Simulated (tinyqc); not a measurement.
Hueckel theory of the pi electrons, for the molecule C=CC=CC=CC=C (SMILES; centres numbered as the heavy atoms are written), step by step. One step of it, computed by the program tinyqc.

Task: Orbitals. Diagonalise; E = alpha + x beta with beta < 0, so the largest x are filled first; degenerate levels share their electrons. P = sum n_i c_ri c_si; each orbital has its largest coefficient positive (the first on a tie).

Hueckel matrix in units of beta (H = alpha + beta A):
```
          1C        2C        3C        4C        5C        6C        7C        8C
1C  0.000000  1.000000  0.000000  0.000000  0.000000  0.000000  0.000000  0.000000
2C  1.000000  0.000000  1.000000  0.000000  0.000000  0.000000  0.000000  0.000000
3C  0.000000  1.000000  0.000000  1.000000  0.000000  0.000000  0.000000  0.000000
4C  0.000000  0.000000  1.000000  0.000000  1.000000  0.000000  0.000000  0.000000
5C  0.000000  0.000000  0.000000  1.000000  0.000000  1.000000  0.000000  0.000000
6C  0.000000  0.000000  0.000000  0.000000  1.000000  0.000000  1.000000  0.000000
7C  0.000000  0.000000  0.000000  0.000000  0.000000  1.000000  0.000000  1.000000
8C  0.000000  0.000000  0.000000  0.000000  0.000000  0.000000  1.000000  0.000000
```

pi electrons, sum of z_r less the charge = 8

Give: x values; occupations; coefficients; charge and bond-order matrix P.

Result:

x values: 1.8794  1.5321  1.0000  0.3473  -0.3473  -1.0000  -1.5321  -1.8794

occupations: 2.0000  2.0000  2.0000  2.0000  0.0000  0.0000  0.0000  0.0000

coefficients:
```
       MO1      MO2      MO3      MO4      MO5      MO6      MO7      MO8
1C  0.1612   0.3030   0.4082   0.4642   0.4642   0.4082  -0.3030  -0.1612
2C  0.3030   0.4642   0.4082   0.1612  -0.1612  -0.4082   0.4642   0.3030
3C  0.4082   0.4082   0.0000  -0.4082  -0.4082   0.0000  -0.4082  -0.4082
4C  0.4642   0.1612  -0.4082  -0.3030   0.3030   0.4082   0.1612   0.4642
5C  0.4642  -0.1612  -0.4082   0.3030   0.3030  -0.4082   0.1612  -0.4642
6C  0.4082  -0.4082   0.0000   0.4082  -0.4082   0.0000  -0.4082   0.4082
7C  0.3030  -0.4642   0.4082  -0.1612  -0.1612   0.4082   0.4642  -0.3030
8C  0.1612  -0.3030   0.4082  -0.4642   0.4642  -0.4082  -0.3030   0.1612
```

charge and bond-order matrix P:
```
         1C       2C       3C       4C       5C       6C       7C       8C
1C   1.0000   0.8621   0.0000  -0.3673   0.0000   0.2633   0.0000  -0.2294
2C   0.8621   1.0000   0.4948   0.0000  -0.1040   0.0000   0.0339   0.0000
3C   0.0000   0.4948   1.0000   0.7581   0.0000  -0.3333   0.0000   0.2633
4C  -0.3673   0.0000   0.7581   1.0000   0.5288   0.0000  -0.1040   0.0000
5C   0.0000  -0.1040   0.0000   0.5288   1.0000   0.7581   0.0000  -0.3673
6C   0.2633   0.0000  -0.3333   0.0000   0.7581   1.0000   0.4948   0.0000
7C   0.0000   0.0339   0.0000  -0.1040   0.0000   0.4948   1.0000   0.8621
8C  -0.2294   0.0000   0.2633   0.0000  -0.3673   0.0000   0.8621   1.0000
```
